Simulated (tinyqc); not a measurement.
Inside a calculation. Model: minimum-mode following (dimer method) and harmonic rate on a two-dimensional model surface. Computed by tinyqc, a small Python program that keeps every step. Command: `OMP_NUM_THREADS=1 python tinyqc.py 3003544 3003545 out.jsonl dimer walk`. One thread of a shared host (Intel(R) Xeon(R) Processor @ 2.30GHz), about 0.01 s of CPU time with the checks. Intermediate numbers are printed to about 7 digits and carried at full precision; extremes and crossings named in words are read from the listed rows.

V(x, y) = -A (cos kx + cos ky) - B cos kx cos ky + (C sin ky + S sin kx)(1 - cos kx), k = 2 pi/a; the atom hops from the minimum at (0, 0) to that at (a, 0).

Inputs (values chosen for the exercise, for a model surface):
```
quantity                                               value           unit
amplitude A                                             0.36             eV
amplitude B                                            0.033             eV
skew C                                                 0.073             eV
asymmetry S                                            0.079             eV
period a                                                   3       angstrom
start as a fraction of the way from minimum to saddle   0.53              -
offset of the start in y                                0.12       angstrom
first angle of the dimer                                   0        degrees
half length delta                                       0.01       angstrom
step factor eta                                         0.16  angstrom^2/eV
mass M                                                  40.4              u
temperature T                                            500              K
```

Surface: adatom on a square lattice.

Constants: nu for 1 eV/(angstrom^2 u) = 15.6333042 THz; k_B = 8.617333262e-05 eV/K.

## Stationary points

Newton steps x(new) = x - H^-1 grad V (moves limited to 0.3 angstrom) from (0, 0), (a, 0) and (a/2, 0) give the two minima and the saddle.

positions (angstrom):
```
               x          y
start   0.000000   0.000000
end     3.000000   0.000000
saddle  1.322093  -0.193171
```

energies (eV): start -0.7530000, end -0.7530000, saddle 0.0326622

barrier from the start = 0.7856622 eV

## Starting point

R0 = start minimum + fraction x (saddle - minimum) + (0, offset); in practice such a guess comes from a displaced minimum.

R at the start (angstrom): 0.7007090  0.0176191

phi at the start = 0 degrees

## Dimer step 1

Dimer at R with unit axis N = (cos phi, sin phi) and normal T = (-sin phi, cos phi). Gradients g at R +/- delta N and at R +/- delta T give H N and H T by central differences, (g+ - g-)/(2 delta). With C_N = N.H N, C_T = T.H T and b = T.H N, rotate by theta = (1/2) atan2(-2b, C_T - C_N), the angle of least curvature C = (C_N + C_T)/2 - sqrt((C_N - C_T)^2/4 + b^2). Translate along F = -g + 2 (g.N) N if C < 0, else along F = (g.N) N, with the new axis: R(new) = R + eta F, the move limited to 0.2 angstrom.

C_N, C_T, b (eV/angstrom^2): -0.023778  1.582257  0.312957

rotation theta = -10.64609 degrees

phi after step 1 = -10.64609 degrees

least curvature C = -0.08260721 eV/angstrom^2

gradient g (eV/angstrom): 1.003273  0.165121

effective force F (eV/angstrom): 0.8748304  -0.5181628

R after step 1 (angstrom): 0.8406819  -0.0652869

The curvature is negative, so the force along the axis is inverted.

## Dimer step 2

The formulas are those given above.

C_N, C_T, b (eV/angstrom^2): -0.948806  1.623804  -0.146219

rotation theta = 3.242602 degrees

phi after step 2 = -7.403493 degrees

least curvature C = -0.9570904 eV/angstrom^2

gradient g (eV/angstrom): 0.9096253  0.0790603

effective force F (eV/angstrom): 0.8592138  -0.3089020

R after step 2 (angstrom): 0.9781561  -0.1147112

The curvature is negative, so the force along the axis is inverted.

## All steps

R0 = start minimum + fraction x (saddle - minimum) + (0, offset). Stop when |g| is below 1e-5 eV/angstrom, after 150 steps at most.

Course of the dimer:
```
step  x (angstrom)  y (angstrom)  E above the start (eV)  C (eV/angstrom^2)  |g| (eV/angstrom)
1         0.700709     0.0176191               0.4256455          -0.082607       1.016770e+00
2         0.840682    -0.0652869               0.5508902          -0.957090       9.130547e-01
3         0.978156    -0.1147112               0.6606861          -1.658376       7.176268e-01
4         1.089363    -0.1432880               0.7277979          -2.025785       5.048651e-01
5         1.168375    -0.1600890               0.7605296          -2.153997       3.360387e-01
6         1.221137    -0.1704340               0.7749261          -2.175558       2.199889e-01
7         1.255691    -0.1771370               0.7810678          -2.162368       1.440011e-01
8         1.278281    -0.1816669               0.7836843          -2.142384       9.470789e-02
9         1.293102    -0.1848229               0.7848063          -2.124479       6.261904e-02
...            ...           ...                     ...                ...                ...
26        1.322065    -0.1931192               0.7856622          -2.077771       1.018147e-04
27        1.322074    -0.1931325               0.7856622          -2.077747       7.321742e-05
28        1.322080    -0.1931424               0.7856622          -2.077729       5.294900e-05
29        1.322084    -0.1931497               0.7856622          -2.077718       3.848795e-05
30        1.322087    -0.1931552               0.7856622          -2.077709       2.810464e-05
31        1.322089    -0.1931593               0.7856622          -2.077703       2.060502e-05
32        1.322090    -0.1931624               0.7856622          -2.077699       1.515904e-05
33        1.322091    -0.1931647               0.7856622          -2.077696       1.118536e-05
34        1.322092    -0.1931664               0.7856622          -2.077694       8.273799e-06
```

final position (angstrom): 1.322092  -0.193166

steps = 34

final |g| = 8.273799e-06 eV/angstrom

Converged in 34 steps on the saddle found by Newton steps.

## Curvatures and frequencies

Diagonalise the Hessian at the start minimum and at the saddle; nu = 15.6333042 THz x sqrt(|lambda|/M).

Hessian at the minimum (eV/angstrom^2):
```
          1         2
1  1.723891  0.000000
2  0.000000  1.723891
```

Hessian at the saddle (eV/angstrom^2):
```
           1         2
1  -2.073461  0.127905
2   0.127905  1.571157
```

eigenvalues at the minimum (eV/angstrom^2): 1.723891  1.723891

eigenvalues at the saddle (eV/angstrom^2): -2.077945  1.575640

frequencies at the minimum (THz): 3.229349  3.229349

frequencies at the saddle (the first is imaginary) (THz): 3.545497  3.087369

## Harmonic rate

Vineyard prefactor nu* = nu1 nu2 (minimum)/nu2 (saddle); k = nu* exp(-E_b/(k_B T)).

prefactor nu* = 3.377858 THz

rate k = 40692.58 1/s

The stable mode of the saddle is softer than either mode of the minimum, which raises the prefactor above both frequencies.

Checks made by the program: energy at the dimer end point against that of the Newton saddle (relative difference below 1e-10).
